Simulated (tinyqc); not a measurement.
Tight binding, honeycomb lattice, step by step. One step of it, computed by the program tinyqc.

Problem. Levels at k. Diagonalise the Hermitian matrix.

H(k) at k (eV):
```
,A,B
A,0.000000,0.059296+2.838873i
B,0.059296-2.838873i,0.000000
```

Give: eigenvalues; weights |c|^2 of the basis functions.

Solution.

eigenvalues (eV): -2.8395  2.8395

weights |c|^2 of the basis functions:
```
,band 1,band 2
A,0.5000,0.5000
B,0.5000,0.5000
```
